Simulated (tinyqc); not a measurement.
Stress in a transistor channel from embedded alloy regions, liners and fins, by half-space elasticity. Changing the length of each stressor S. Computed by tinyqc, a small Python program. Command: `OMP_NUM_THREADS=1 python tinyqc.py 3028397 3028398 out.jsonl stressor sweep`. One thread of a shared host (Intel(R) Xeon(R) Processor @ 2.30GHz), about 0.05 s of CPU time with the checks.

Plane strain in an isotropic half-space, the same constants everywhere; x along the channel from its centre, y downwards from the free surface; stress is positive in tension.

Inputs (values chosen for the exercise, modelled on silicon): alloy fraction x = 0.016; lattice change per unit x, beta = -0.465; Young's modulus E = 163 GPa; Poisson ratio nu = 0.24; channel length L = 64 nm; recess depth d = 30 nm; depth of the field point y = 2.3 nm.

Stressor: Si(1-x)C(x) source and drain.

Method. Misfit e = beta x. A fully constrained inclusion holds the stress -p with p = E e/(1 - 2 nu); a blanket film would hold -E e/(1 - nu) in the plane. A line element dA of misfit at (a, c) in the half-space gives, with C = E e/(2 pi (1 - nu)), X = x - a, r1^2 = X^2 + (y - c)^2, r2^2 = X^2 + Y^2, Y = y + c: s_xx = -C dA {[X^2 - (y - c)^2]/r1^4 + 3 [X^2 - Y^2]/r2^4 + 4 y Y (Y^2 - 3 X^2)/r2^6}, s_yy = C dA {[X^2 - (y - c)^2]/r1^4 - [X^2 - Y^2]/r2^4 + 4 y Y (Y^2 - 3 X^2)/r2^6}. These are integrated over two rectangles, L/2 < |a| < L/2 + S, 0 < c < d (closed form in a, 200 Gauss-Legendre points in c).

One run for each value:
```
length of each stressor S (nm)  s_xx (MPa)  s_xx over the blanket-film stress
10                                   237.9                            0.14909
18                                   386.3                            0.24211
32                                   581.1                            0.36417
56                                   795.7                            0.49864
100                                 1004.9                            0.62974
180                                 1171.8                            0.73436
320                                 1284.3                            0.80485
560                                 1354.1                            0.84858
1000                                1397.9                            0.87603
```

Over the rows, s_xx (MPa) rises from 238 to 1400 (exponent d ln y / d ln x 0.82 between the first rows and 0.055 between the last); s_xx over the blanket-film stress rises from 0.149 to 0.876 (exponent d ln y / d ln x 0.82 between the first rows and 0.055 between the last). The stress approaches its limit slowly as S grows beyond d and L, since the far wall matters less and less.
